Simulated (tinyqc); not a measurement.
Subthreshold parameters from three currents.

Inverse problem. Far below threshold and for Vds well above Vt the virtual-source current tends to I = Cinv n Vt vx0 exp((Vgs - VT0 + dl Vds + al Vt)/(n Vt)) per width, with constant n; the three currents follow this limit. Find n, dl and VT0.

Inputs (values chosen for the exercise): temperature T = 300 K; inversion capacitance Cinv = 1.67 uF/cm^2; velocity at the virtual source vx0 = 2.24e7 cm/s; threshold shift (in units of Vt) from weak to strong inversion al = 3.5.

Constants: q = 1.602176634e-19 C, kB = 1.380649e-23 J/K, Vt = kB T/q. Results are converted to the units shown.

I at (Vgs, Vds) = (-0.2, 0.3), (-0.10, 0.3) and (-0.2, 0.95) V (nA/um): [0.82024516, 11.395950, 1.5445029]

Answer. The first two currents differ in Vgs alone and give n; the first and third differ in Vds alone and give dl; the size of the first then gives VT0.

n = 1.47
dl = 0.0370 V/V
VT0 = 0.360 V

Program tinyqc, `OMP_NUM_THREADS=1 python tinyqc.py 2380074 2380075 out.jsonl`; Intel Xeon 2.30GHz, shared host, one thread, about 0.01 s.
